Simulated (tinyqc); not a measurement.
# Changing the fingers N

Model: self-heating of a transistor with one or more fingers, with temperature-dependent conductivity. Computed by tinyqc, a small Python program. Command: `OMP_NUM_THREADS=1 python tinyqc.py 3026071 3026072 out.jsonl selfheat sweep`. One thread of a shared host (Intel(R) Xeon(R) Processor @ 2.30GHz), about 0.1 s of CPU time with the checks.

N long parallel fingers lie on the top face of a slab whose bottom is held at T_0; the top is otherwise insulated, and heat flows in two dimensions. P in W/mm is 1000 P in W/m.

Inputs (values chosen for the exercise, modelled on indium phosphide):
```
quantity                                      value        unit
conductivity at the base temperature kappa_0   69.2     W/(m K)
exponent m in kappa ~ T^-m                     1.53           -
base temperature T_0                            298           K
power per gate width P                         0.39        W/mm
finger pitch s                                   33  micrometre
width of the heat source w                     0.67  micrometre
substrate thickness t                           260  micrometre
```

Power: power rises with temperature.

Method:
- A line source of power P on the top face raises the top at distance x by (P/(pi kappa_0)) g(x), g(x) = -ln tanh(pi x/(4 t)) (the image sum for the slab). On a strip of width w the centre sees the mean of g over the strip, g_0 = 1 + ln(8 t/(pi w)) for w much below t.
- theta_i = (P/(pi kappa_0)) [g_0 + sum over j != i of g(|i - j| s)], with equal powers and constant conductivity; thermal resistance = largest theta/P.
- Kirchhoff transformation for kappa = kappa_0 (T/T_0)^-m: T = T_0 [1 - (m - 1) theta/T_0]^(-1/(m - 1)), where theta is the linear rise.
- The bracket vanishes at the power P T_0/((m - 1) theta).

One run for each value:
```
fingers N  thermal resistance (K mm/W)  true rise (K)  peak temperature (K)
1                               36.320         14.697                312.70
2                               46.941         19.205                317.21
3                               57.562         23.813                321.81
4                               65.040         27.120                325.12
5                               72.519         30.478                328.48
6                               78.205         33.068                331.07
7                               83.892         35.689                333.69
8                               88.357         37.769                335.77
```

Describe and explain the trends.

Over the rows, thermal resistance (K mm/W) rises from 36.3 to 88.4 (exponent d ln y / d ln x between 0.37 and 0.50); true rise (K) rises from 14.7 to 37.8 (exponent d ln y / d ln x 0.39 between the first rows and 0.42 between the last); peak temperature (K) rises from 313 to 336 (exponent d ln y / d ln x 0.021 between the first rows and 0.047 between the last). Each added finger heats the centre by g at its distance, which falls exponentially beyond the thickness, so the rise levels off only once the row of fingers is much wider than the thickness.

Extremes, crossings and ranges named in words are read from the listed rows.
